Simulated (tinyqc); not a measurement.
Inside a calculation. Method: Hubbard chain of 2 sites. Computed by tinyqc, a small Python program that keeps every step. Settings: hopping = 1.97, U = 11.2, mixing = 1, iteration cap = 67. Command: `OMP_NUM_THREADS=1 python tinyqc.py 22840 22841 out.jsonl` (the two numbers bound the seeds that draw the settings). One thread of a shared host (Intel(R) Xeon(R) Processor @ 2.60GHz), about 0.1 s of CPU time with the checks.

one-body matrix (hopping and site energies) (eV):
```
          1         2
1   0.00000  -1.97000
2  -1.97000   0.00000
```

U = 11.20000 eV

electrons, up and down: 1  1

n(up) at the start (a guess, not normalised): 1 0.50000, 2 0.50000

n(down) at the start (a guess): 1 0.50000, 2 0.50000

Each step fills the lowest levels of T + U n(other spin) and sets n(new) = n + mixing (n(out) - n); stop when output and input agree to 1e-8.

Course of the cycle:
```
iteration     E (eV)  largest |n(out) - n(in)|  mean |n_up - n_down|
1          1.6600000                  1.11e-16               0.00000
```

Can the last value be used, and what does the course show?

No, though the log alone does not show it. Converged in 1 iterations. But random starts reach -0.69302 eV, so this is another stationary point, not the lowest one. Reruns (cap 100 unless said): mixing 0.2: converged in 1 to a higher stationary point (E = 1.66000); mixing 0.5: converged in 1 to a higher stationary point (E = 1.66000); mixing 0.9: converged in 1 to a higher stationary point (E = 1.66000). Before convergence this energy mixes input and output and is not variational, so it may rise towards its limit.
